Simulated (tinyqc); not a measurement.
## Illuminated p-n diode, drift-diffusion by the Gummel loop with Scharfetter-Gummel fluxes: current against voltage in the dark

Abrupt junction at x = 0, p side from -Lp, n side to Ln, ohmic contacts. psi is counted from the intrinsic level; n = ni exp((psi - phin)/Vt), p = ni exp((phip - psi)/Vt). Contacts: p side psi = V - Vt ln(Na/ni), p = Na, n = ni^2/Na; n side psi = Vt ln(Nd/ni), n = Nd, p = ni^2/Nd. Constant mobilities, D = mu Vt, Boltzmann statistics, SRH recombination through a mid-gap level, U = (n p - ni^2)/(tp (n + ni) + tn (p + ni)). Current is positive from the p contact to the n contact.

ni = sqrt(Nc Nv) exp(-Eg/(2 Vt)), Eg in volts. Poisson and both continuity equations are solved self-consistently with Scharfetter-Gummel fluxes on a graded mesh of 500 nodes. J_scr is q times the integral of U between -xp and xn. Ideal diffusion current J_id = q ni^2 [Dn coth(wp/Le)/(Le Na) + Dp coth(wn/Lh)/(Lh Nd)] (exp(V/Vt) - 1), Le = sqrt(Dn tn), Lh = sqrt(Dp tp), wp = Lp - xp, wn = Ln - xn, with xp and xn from the depletion approximation (W = sqrt(2 eps0 eps_r (Vbi - V)(1/Na + 1/Nd)/q), xp = W Nd/(Na + Nd), xn = W Na/(Na + Nd), Vbi = Vt ln(Na Nd/ni^2)). Ideality factor = 0.004 V/(Vt ln[J(V + 0.004 V)/J(V)]). Here G = 0.

Values chosen for this exercise; band and dielectric values close to those of In0.53Ga0.47As:
```
symbol,value,unit,meaning
T,350,K,temperature
Eg,0.737,eV,band gap
eps_r,13.8,,relative permittivity
Nc,2.67e17,cm^-3,conduction-band density of states at T
Nv,9.85e18,cm^-3,valence-band density of states at T
Na,4.8e15,cm^-3,acceptor density of the p side
Nd,6.7e16,cm^-3,donor density of the n side
mun,7200,cm^2/(V s),electron mobility
mup,210,cm^2/(V s),hole mobility
tn,1e-9,s,SRH lifetime of electrons
tp,4e-7,s,SRH lifetime of holes
Lp,2,um,length of the p side
Ln,0.42,um,length of the n side
G,0,cm^-3 s^-1,uniform generation rate
```

Constants: q = 1.602176634e-19 C, kB = 1.380649e-23 J/K, Vt = kB T/q, eps0 = 8.8541878128e-14 F/cm where lengths are in cm. Results are converted to the units shown.

Current against voltage in the dark:
columns A: V (V); B: J (A/cm^2); C: ideality factor; D: J_scr/J (%); E: J_id (A/cm^2); F: share recombining at the contacts (%); G: larger minority/doping at -xp and xn
```
A         B      C       D      E     F        G
0.12  0.149  0.995    1.13  0.153  95.2  2.12e-4
0.15  0.402   1.01   0.823  0.415  95.6  5.66e-4
0.17  0.775   1.01   0.626  0.804  95.9  0.00109
0.2    2.06   1.02   0.368   2.16  96.7  0.00288
0.22   3.95   1.02   0.239   4.17  97.3  0.00547
0.25   10.4   1.03   0.113   11.2  98.3   0.0142
0.28   27.2   1.04  0.0511   30.0  99.1   0.0360
0.3    51.3   1.06  0.0302   57.8  99.4   0.0652
0.33    129   1.11  0.0142    155  99.7    0.151
```

What does the comparison show?

J rises from 0.149 to 129 A/cm^2; the ideality factor rises from 0.995 to 1.11. Recombination in the depleted layer stays under half of the current. Where the factor is lowest (V = 0.12 V), J is 2.5 % below the ideal diffusion current. From V = 0.33 V on the minority density at an edge of the layer exceeds a tenth of the doping, and in the last row J is 17 % below the ideal value.

Numbers from tinyqc (`OMP_NUM_THREADS=1 python tinyqc.py 2240003 2240004 out.jsonl`; about 0.6 s on one thread of a shared Intel Xeon 2.30GHz).
